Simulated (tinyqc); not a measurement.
# Regular and subregular solution with a miscibility gap, step by step

A worked calculation. Computed by tinyqc, a small Python program that keeps every step. Command: `OMP_NUM_THREADS=1 python tinyqc.py 3019052 3019053 out.jsonl regsol walk`. One thread of a shared host (Intel(R) Xeon(R) Processor @ 2.30GHz), about 0.02 s of CPU time with the checks. Intermediate numbers are printed to about 7 digits and carried at full precision; extremes and crossings named in words are read from the listed rows.

Per mole of mixing sites: G(x) = x (1 - x) [L0 + L1 (1 - 2x)] + R T [x ln x + (1 - x) ln(1 - x)], x the fraction of B.

Inputs (values chosen for the exercise, modelled on Ga(1-x)In(x)As):

| quantity | value | unit |
|---|---|---|
| lattice constant a_A | 5.653 | angstrom |
| lattice constant a_B | 6.058 | angstrom |
| constant K | 49600 | kJ angstrom^2.5/mol |
| asymmetry L1 | -1.4 | kJ/mol |
| temperature T | 694 | K |
| overall fraction x0 | 0.6 | - |
| coherency modulus Y | 185 | GPa |
| molar volume V_m | 30.2 | cm^3/mol |
| gradient coefficient kappa | 1.4e-09 | J/m |
| start value s0 | 0.02 | - |

Source of L0: delta-lattice-parameter rule.

Constants: R = 8.314462618 J/(mol K).

## Interaction parameter

A bonding enthalpy -K a^(-2.5) with a linear in x gives L0 = 4.375 K (a_A - a_B)^2/abar^4.5, abar the mean lattice constant; eta = (a_B - a_A)/abar.

L0 = 12.51215 kJ/mol

eta = 0.06916574

## G, chemical potentials and activities

G' = L0 (1 - 2x) + L1 (1 - 6x + 6x^2) + R T ln[x/(1 - x)]; G'' = -2 L0 - 6 L1 (1 - 2x) + R T/[x (1 - x)]. mu_A = G - x G', mu_B = G + (1 - x) G', activity = exp(mu/(R T)).

G, G'' and activities at x = 0.02, 0.1, 0.2, 0.35, 0.5, 0.65, 0.8, 0.9, 0.98:

| x | G (kJ/mol) | G'' (kJ/mol) | activity of A | activity of B |
|---|---|---|---|---|
| 0.02 | -0.346813 | 277.4396 | 0.9805725 | 0.1295261 |
| 0.10 | -0.850513 | 45.8095 | 0.9139451 | 0.5147359 |
| 0.20 | -1.019897 | 16.0797 | 0.8540558 | 0.7766840 |
| 0.35 | -0.984957 | 2.8594 | 0.8083913 | 0.9114923 |
| 0.50 | -0.871587 | -1.9433 | 0.8092036 | 0.9135724 |
| 0.65 | -0.793857 | -2.1806 | 0.8397264 | 0.8890514 |
| 0.80 | -0.751097 | 5.9997 | 0.8264550 | 0.8913155 |
| 0.90 | -0.648913 | 32.3695 | 0.6516351 | 0.9255489 |
| 0.98 | -0.294128 | 261.3116 | 0.1988663 | 0.9811284 |

G'' is negative at 2 of the nine compositions (0.5, 0.65), where the solution is unstable.

## Critical point

The spinodal is G'' = 0, R T_s(x) = x (1 - x) [2 L0 + 6 L1 (1 - 2x)]; the critical point is its maximum.

critical composition x_c = 0.5778200

critical temperature T_c = 772.5640 K

L1 < 0 moves the top of the gap to the B-rich side and raises it by 20.1 K over L0/(2 R).

## Spinodal at T

Solve G'' = 0 on each side of x_c.

spinodal x_s1 = 0.4202180

spinodal x_s2 = 0.7221202

## First Newton step for the common tangent

Common tangent: F1 = G'(x1) - G'(x2) = 0 and F2 = [G - x G'](x1) - [G - x G'](x2) = 0. Newton step: J = [[G''(x1), -G''(x2)], [-x1 G''(x1), x2 G''(x2)]], J dx = -F; a step that would leave 0 < x < 1 is halved until it stays inside. The start is x1 = s0, x2 = 1 - s0.

F (kJ/mol): F1 -20.89013, F2 9.20643

J (kJ/mol):
```
          1          2
1  277.4396  -261.3116
2   -5.5488   256.0853
```

new (x1, x2): 0.0622986  0.9449659

## Binodal by Newton steps

Stop when the step is below 1e-12, or when x1 and x2 meet within 1e-5; residuals under 1e-7 are shown as 0.

Iteration:

| step | x1 | x2 | F1 (kJ/mol) | F2 (kJ/mol) |
|---|---|---|---|---|
| 1 | 0.0200000 | 0.9800000 | -2.089013e+01 | 9.206434e+00 |
| 2 | 0.0622986 | 0.9449659 | -9.909878e+00 | 4.247199e+00 |
| 3 | 0.1337805 | 0.8925493 | -3.838850e+00 | 1.601597e+00 |
| 4 | 0.2115545 | 0.8423182 | -1.189843e+00 | 4.679736e-01 |
| 5 | 0.2703102 | 0.8152569 | -2.676665e-01 | 8.525140e-02 |
| 6 | 0.3004742 | 0.8122950 | -3.665382e-02 | 7.318980e-03 |
| 7 | 0.3080642 | 0.8132481 | -2.015286e-03 | 4.846481e-04 |
| 8 | 0.3084978 | 0.8132830 | -6.240316e-06 | 1.476869e-06 |
| 9 | 0.3084991 | 0.8132832 | 0 | 0 |
| 10 | 0.3084991 | 0.8132832 | 0 | 0 |

solubility limit x1 = 0.3084991

solubility limit x2 = 0.8132832

Converged: the gap runs from 0.3085 to 0.8133, outside the spinodal as it must.

## Lever rule at x0

Inside the gap the B-rich phase has the fraction f = (x0 - x1)/(x2 - x1), and the gain is (1 - f) G(x1) + f G(x2) - G(x0); outside it one phase remains.

fraction f of the B-rich phase = 0.5774764

free energy of decomposition = -43.74422 J/mol

x0 lies inside the chemical spinodal: coherency strain aside, small waves of composition grow without a barrier.

## Fastest-growing wave

Linear Cahn-Hilliard theory, coherency strain left out, with energy density G/V_m + kappa (grad x)^2: the rate goes as -k^2 (G''/V_m + 2 kappa k^2), so k_c^2 = -G''/(2 kappa V_m), the fastest wave has k_m = k_c/sqrt(2) and length 2 pi/k_m.

G''(x0) = -2.661640 kJ/mol

k_c = 0.1774158 1/nm

fastest wavelength = 50.08442 nm

## Coherent spinodal

If the lattice stays coherent, G'' gains 2 eta^2 Y V_m (eta = d ln a/dx, Y the biaxial modulus, E/(1 - nu) if isotropic), which is L0 replaced by L0 - eta^2 Y V_m (1 GPa cm^3/mol = 1 kJ/mol); the program reports 0 if the result is below its cutoff 3.5 |L1|.

eta^2 Y V_m = 26.72765 kJ/mol

top of the coherent spinodal = 0 K

Coherency strain takes most or all of L0: decomposition then needs incoherent interfaces or a free surface.

## The phase diagram

For this table each start is x_s1/6 and 1 - (1 - x_s2)/6. The dilute estimate of x1 is exp(-(L0 + L1)/(R T)).

Binodal and spinodal:

| T (K) | binodal x1 | spinodal x_s1 | spinodal x_s2 | binodal x2 | dilute estimate of x1 |
|---|---|---|---|---|---|
| 309 | 0.01446341 | 0.1582859 | 0.9117869 | 0.9953389 | 0.01323102 |
| 386 | 0.03756963 | 0.2008108 | 0.8848112 | 0.9852665 | 0.03135461 |
| 464 | 0.07534206 | 0.2465714 | 0.8541885 | 0.9661467 | 0.05611491 |
| 541 | 0.1291023 | 0.2958080 | 0.8193486 | 0.9355171 | 0.08455139 |
| 618 | 0.2034998 | 0.3517653 | 0.7772939 | 0.8882414 | 0.1150262 |
| 695 | 0.3102143 | 0.4212772 | 0.7212330 | 0.8119823 | 0.1461680 |
| 742 | 0.4106322 | 0.4813857 | 0.6691286 | 0.7315340 | 0.1651020 |

The dilute estimate is 0.91 of x1 at the lowest T and 0.40 at the highest: it drops the pull of the other solutes and the impurity of the second phase. Near the top the binodal is 1.71 times as wide as the spinodal; the mean-field limit at T_c is sqrt(3) = 1.73. The gap is lopsided: at the lowest T, A dissolves 0.014 of B and B dissolves 0.0047 of A.

Checks made by the program: binodal against the lower hull of G on 40001 points (relative difference 1e-05).
